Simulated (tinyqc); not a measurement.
# Off-state leakage of single and stacked transistors, step by step

Computed by the program tinyqc: `OMP_NUM_THREADS=1 python tinyqc.py 2242030 2242031 out.jsonl`, one thread of a shared Intel Xeon 2.30GHz, about 0.03 s for the whole run. Printed values are rounded.

n-channel devices of unit width. Subthreshold current I(Vg, Vs, Vd) = I0 (T/300 K)^0.5 exp[(Vg - Vs - VT(T) - gb (Vs - Vb) + dd (Vd - Vs))/(nf Vt)] (1 - exp(-(Vd - Vs)/Vt)), VT(T) = VT - cT (T - 300 K). Gate-edge tunnelling Ig (Vd/1 V) exp(ag (Vd - 1 V)), for a gate at 0 V, and band-to-band leakage Ab u exp(-Bb/u), u = Vd - Vb + 1 V, flow at a drain held at V; both are taken as independent of T. In a stack of off transistors (all gates at 0 V) the same subthreshold current passes through each.

Values chosen for this exercise; values of the order met in bulk silicon logic transistors: temperature T = 300 K; supply voltage V = 1 V; threshold at 300 K, zero drain and body bias VT = 0.43 V; fall of the threshold with temperature cT = 0.6 mV/K; current at threshold at 300 K I0 = 0.16 uA/um; slope factor nf = 1.43; drain-induced lowering per volt dd = 0.08; rise of the threshold per volt of source-body bias gb = 0.24; gate-edge tunnelling current at 1 V Ig = 1e-5 uA/um; exponential slope of the gate current ag = 4.2 1/V; prefactor of band-to-band leakage at the drain Ab = 10 uA/(um V); its exponential voltage Bb = 23 V; body voltage Vb = 0 V.

Constants: q = 1.602176634e-19 C, kB = 1.380649e-23 J/K, Vt = kB T/q. Results are converted to the units shown.

## Leakage of one transistor

Vg = Vs = 0, Vd = V; effective threshold VT(T) - gb Vb - dd V.

effective threshold = 0.35 V
parts (nA/um): subthreshold 0.01237123, gate edge 0.01, band-to-band 0.2026019
total = 0.2249731 nA/um
shares (%): subthreshold 5.498981, gate edge 4.444976, band-to-band 90.05604

The band-to-band part is the largest.

## Starting value

Vx = dd V/(1 + gb + 2 dd), the solution for Vx well above Vt, rounded to three decimals.

Vx at the start = 0.057 V

## Iteration 1: new Vx

Stack of two, Vx the node between them: I_low = I(0, 0, Vx), I_up = I(0, Vx, V), f = ln(I_up/I_low), f' = -(1 + gb + 2 dd)/(nf Vt) - 1/(Vt (exp(Vx/Vt) - 1)) - 1/(Vt (exp((V - Vx)/Vt) - 1)), Vx(new) = Vx - f/f'.

I_low = 0.001430289 nA/um
I_up = 0.001616268 nA/um
f = 0.1222429
f' = -42.66411 1/V
Vx after iteration 1 = 0.05986524 V

## Iteration 2: new Vx

As before.

I_low = 0.001457897 nA/um
I_up = 0.001459090 nA/um
f = 8.176165e-4
f' = -42.10610 1/V
Vx after iteration 2 = 0.05988466 V

## Iteration 3: new Vx

As before.

I_low = 0.001458078 nA/um
I_up = 0.001458078 nA/um
f = 3.426304e-8
f' = -42.10257 1/V
Vx after iteration 3 = 0.05988466 V

## Course of the iteration

Stop when the step is below 1e-11 V, or after 40 iterations.

Course of the iteration:
```
iteration  Vx before the step (V)  step (V)
1                           0.057   2.87e-3
2                      0.05986524   1.94e-5
3                      0.05988466  8.14e-10
4                      0.05988466   < 1e-15
```

Converged in 4 iterations. The subthreshold current of the stack is 0.001458 nA/um, 8.48 times less than that of one transistor (the drain leakage is unchanged); the estimate exp[dd V (1 + gb + dd)/((1 + gb + 2 dd) nf Vt)] gives 7.69.
